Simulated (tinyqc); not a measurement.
Scale length and barrier from the threshold roll-off.

Question. For L well above Lambda the threshold falls by 2 m sqrt(A (A + Vds)) exp(-pi L/(2 Lambda)), A being the height of the source potential over the barrier top; the two values follow this form. Find Lambda and A.

Parameters, values chosen for the exercise:
- m = 1 (long-channel body factor)
- Vds = 0.7 V (drain voltage)

threshold lowering at L = 29 and 46 nm (mV): 56.267143  8.7375537

Solution. The ratio of the two values gives Lambda; the prefactor gives A (A + Vds), a quadratic with one positive root.

Lambda = 14.34 nm
A = 0.4100 V

Program tinyqc, `OMP_NUM_THREADS=1 python tinyqc.py 2420007 2420008 out.jsonl`; Intel Xeon 2.30GHz, shared host, one thread, about 0.01 s.
